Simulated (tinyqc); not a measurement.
Sweep of the shear strain: two-band k.p model of the Delta valleys near the X point under shear strain.

Valley pair on the [001] axis, kz counted from the X point, c = hbar^2/2m0, k0 = kx0 2 pi/a. H = (c kz^2/ml + c (kx^2 + ky^2)/mt + c k0^2/ml) 1 + (2 c k0 kz/ml) sigma_z + (D exy - 2 c kx ky/Mp) sigma_x, so E = c kz^2/ml + c (kx^2 + ky^2)/mt + c k0^2/ml -/+ sqrt((2 c k0 kz/ml)^2 + (D exy - 2 c kx ky/Mp)^2). Without strain the lower band has its minima, E = 0, at kz = +/- k0. Shifts from diagonal strain are left out.

For |eta| < 1: k_min = k0 sqrt(1 - eta^2), E_min = -Delta eta^2/2, ml(eta) = ml/(1 - eta^2), 1/m[110] = 1/mt + eta/Mp, 1/m[1-10] = 1/mt - eta/Mp. For |eta| > 1 the minimum sits at X: E_min = -Delta (2 |eta| - 1)/2, ml(eta) = ml/(1 - 1/|eta|), and eta is replaced by its sign in the transverse masses. Here Delta = 2 c k0^2/ml and eta = D exy/Delta.

Constants: hbar^2/2m0 = 3.80998211 eV angstrom^2.

Inputs chosen for the exercise (near those of Si; the results hold for these values, not for the real material): a = 5.425 angstrom (lattice constant); ml = 0.931 m0 (longitudinal mass); mt = 0.194 m0 (transverse mass); kx0 = 0.149 2 pi/a (distance of the minimum from X); D = 13.5 eV (shear deformation potential); Mp = 0.231 m0 (coupling mass).

Delta = 2 c k0^2/ml, eta = D exy/Delta.

The minimum:

| exy | eta | k_min/k0 | E_min (meV) | ml(eta) | m[110] | m[1-10] | density-of-states mass |
|---|---|---|---|---|---|---|---|
| 0.0000 | 0.000 | 1.000 | 0.0 | 0.931 | 0.1940 | 0.1940 | 0.327 |
| 0.0018 | 0.100 | 0.995 | -1.2 | 0.940 | 0.1790 | 0.2117 | 0.329 |
| 0.0045 | 0.249 | 0.968 | -7.6 | 0.993 | 0.1604 | 0.2454 | 0.339 |
| 0.0090 | 0.498 | 0.867 | -30.3 | 1.239 | 0.1368 | 0.3337 | 0.384 |
| 0.0135 | 0.748 | 0.664 | -68.1 | 2.111 | 0.1192 | 0.5214 | 0.508 |
| 0.0162 | 0.897 | 0.442 | -98.1 | 4.776 | 0.1106 | 0.7871 | 0.746 |
| 0.0217 | 1.202 | 0.000 | -171.1 | 5.543 | 0.1054 | 1.2112 | 0.891 |
| 0.0289 | 1.601 | 0.000 | -268.3 | 2.481 | 0.1054 | 1.2112 | 0.682 |

What does the comparison show?

The valleys reach X at eta = 1, that is exy = 0.0181. The shift is quadratic up to eta = 1 (-7.6 meV at eta = 0.25, -30.3 meV at 0.50) and linear beyond, while 1/m[110] rises linearly, taking m[110] from 0.194 to its floor 0.1054, a gain of 84 % in 1/m. ml(eta) diverges at eta = 1; the largest value listed is 5.54. A deformation-potential model with fixed masses misses all of this.

Computed by tinyqc, a small Python program: `OMP_NUM_THREADS=1 python tinyqc.py 1051568 1051569 out.jsonl` (the numbers bound the seed that draws the inputs); one thread of a shared host (Intel(R) Xeon(R) Processor @ 2.30GHz), about 0.01 s for the whole set of steps.
